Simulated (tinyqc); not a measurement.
Valence-band offset from core levels (Kraut method), with the dipole against the affinity rule: one step of the calculation.

Binding energies are counted downwards from the Fermi level. dEv > 0 means that the valence edge of B lies below that of A, dEc > 0 that the conduction edge of B lies above that of A; dEc + dEv = EgB - EgA. The spectra are made-up values treated as data.

Problem. Offsets. dEv = (iB - iA) - (cB - vB) + (cA - vA), dEc = EgB - EgA - dEv.

Values chosen for this exercise; gaps and affinities close to those of gallium arsenide (A) and tantalum oxide (B):
- EgA = 1.43 eV (gap of the substrate A)
- EgB = 4.35 eV (gap of the overlayer B)
- cA = 34.27 eV (core level of bare A)
- cB = 19.57 eV (core level of thick B)
- vB = 4.05 eV (valence-band maximum of thick B)
- iA = 34.21 eV (core level of A under a thin film of B)
- iB = 17.93 eV (core level of B in that thin film)

vA = 0.62 eV

Wanted: cA - vA; cB - vB; iB - iA; dEv; dEc.

Solution.

cA - vA = 33.650 eV
cB - vB = 15.520 eV
iB - iA = -16.280 eV
dEv = 1.8500 eV
dEc = 1.0700 eV

The alignment is type I (straddling). Both offsets exceed 1 eV, the usual requirement for a gate dielectric. A rigid shift of all levels, by charging or doping, cancels in the differences.

tinyqc, about 0.01 s, one thread, Intel Xeon 2.30GHz (shared host): `OMP_NUM_THREADS=1 python tinyqc.py 2410129 2410130 out.jsonl`
